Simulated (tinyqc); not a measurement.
Grain-boundary trapping model (Seto) of a polycrystalline semiconductor film: one step, computed by the program tinyqc. Command: `OMP_NUM_THREADS=1 python tinyqc.py 3003497 3003498 out.jsonl poly walk`. One thread of a shared host (Intel(R) Xeon(R) Processor @ 2.30GHz), about 0.01 s of CPU time with the checks.

Grains of equal size L are joined by thin boundaries with one trap level. Trapped carriers deplete a width W on each side and raise a barrier, crossed by thermionic emission. Dopants are fully ionised, statistics are non-degenerate and mu_g does not depend on T.

Task: Critical doping. If all traps fill, the grain is just depleted at N* = Q_t/L, with the barrier e Q_t L/(8 eps eps_0).

Inputs (values chosen for the exercise, modelled on polycrystalline ZnO): permittivity eps = 8.3; grain size L = 41 nm; trap density Q_t = 1.1e+12 1/cm^2.

Grain interior: resistance included.

Constants: e = 1.602176634e-19 C; eps_0 = 8.8541878128e-12 F/m; k_B = 8.617333262e-05 eV/K.

Give: N*; barrier at N* with all traps filled.

Result:

N* = 2.683e+17 1/cm^3

barrier at N* with all traps filled = 0.1229 V
